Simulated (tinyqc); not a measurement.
What each parameter does: valley splitting of a silicon quantum well in envelope theory.

The well lies at 0 < z < L; U(z) = V0 [1/(1 + exp(z/w)) + 1/(1 + exp((L - z)/w))] - e F z, 1 mV/nm = 1e-4 eV/angstrom. The envelope psi solves -(c/ml) psi'' + U psi = E psi, c = hbar^2/2m0, by three-point differences on a grid of 0.1 angstrom from -40 to L + 40 angstrom. The two valleys at +/- k0 couple through D = C0 times the integral of exp(-i q z) U(z) psi^2, q = 2 k0 (2 pi/a), and split by Ev = 2|D|.

Random alloy: with Y(z) = Yw + (Yb - Yw) B(z), B the bracket in U, and in-plane density exp(-r^2/ad^2)/(pi ad^2), D gains a random complex part of variance sigma^2 = (C0^2/pi)(a^2 V0/(8 ad (Yb - Yw)))^2 (4/a) times the integral of psi^4 Y (1 - Y). Alone it gives a mean splitting sqrt(pi) sigma; together with the smooth part the rms splitting is 2 sqrt(|D|^2 + sigma^2).

Constants: hbar^2/2m0 = 3.80998211 eV angstrom^2.

Inputs chosen for the exercise (near those of a strained Si well in SiGe; the results hold for these values, not for the real material): L = 76 angstrom (well width); V0 = 0.14 eV (conduction offset); ml = 0.907 m0 (mass along z); w = 1 angstrom (interface width parameter); F = 3.4 mV/nm (field pressing towards the upper interface); k0 = 0.829 2 pi/a (valley position); a = 5.431 angstrom (lattice constant); C0 = 0.246 (Bloch overlap factor); Yb = 0.23 (Ge share of the barrier); Yw = 0.05 (Ge share of the well); ad = 190 angstrom (dot radius).

Orbital spacing, psi^2 at z = L, the smooth splitting and sigma; V0 is held fixed when Yw changes.

One parameter was then changed.

Results before and after:

| case | E2 - E1 (meV) | psi^2(L) (1e-3/angstrom) | 2\|D\| (micro-eV) | sigma (micro-eV) |
|---|---|---|---|---|
| base | 18.63 | 2.379 | 2.69 | 54.5 |
| changed | 17.09 | 2.298 | 2.77 | 53.7 |

Which of these changes was made? (a) k0 = 0.809 2 pi/a; (b) L = 82 angstrom; (c) F = 5.1 mV/nm; (d) ad = 230 angstrom; (e) Yw = 0.08; (f) w = 0.7 angstrom; (g) C0 = 0.295; (h) V0 = 0.175 eV.

Answer: (b) L = 82 angstrom. Of the candidates, run in turn, only this one gives the changed row.

All candidates:

| case | E2 - E1 (meV) | psi^2(L) (1e-3/angstrom) | 2\|D\| (micro-eV) | sigma (micro-eV) |
|---|---|---|---|---|
| base | 18.63 | 2.379 | 2.69 | 54.5 |
| ad = 230 angstrom | 18.63 | 2.379 | 2.69 | 45.0 |
| Yw = 0.08 | 18.63 | 2.379 | 2.69 | 81.3 |
| L = 82 angstrom | 17.09 | 2.298 | 2.77 | 53.7 |
| V0 = 0.175 eV | 19.07 | 1.871 | 2.76 | 68.4 |
| w = 0.7 angstrom | 18.50 | 2.485 | 10.97 | 54.4 |
| F = 5.1 mV/nm | 20.75 | 3.395 | 3.96 | 56.9 |
| k0 = 0.809 2 pi/a | 18.63 | 2.379 | 3.33 | 54.5 |
| C0 = 0.295 | 18.63 | 2.379 | 3.23 | 65.3 |

tinyqc: `OMP_NUM_THREADS=1 python tinyqc.py 1250982 1250983 out.jsonl`; about 0.08 s, one thread, shared Intel(R) Xeon(R) Processor @ 2.30GHz.
